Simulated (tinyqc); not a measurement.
Inside a calculation. Method: one-electron ion in a basis of Gaussians. One step of it, computed by the program tinyqc.

Question. Matrices over normalised Gaussians. With p = a_i + a_j and I(k) = Gamma((k+1)/2) / (2 p^((k+1)/2)): S = I(2l+2), T = (2l+3) a_i a_j S / p, V = -Z I(2l+1), each divided by sqrt(S_ii S_jj).

exponents of r^l exp(-a r^2) (1/bohr^2): [0.004959, 0.015040]

Z = 2

l = 2

Give: S; T; V.

Answer.

S:
```
[[1.000, 0.599],
 [0.599, 1.000]]
```

T (hartree):
```
[[0.017, 0.016],
 [0.016, 0.053]]
```

V (hartree):
```
[[-0.120, -0.102],
 [-0.102, -0.209]]
```
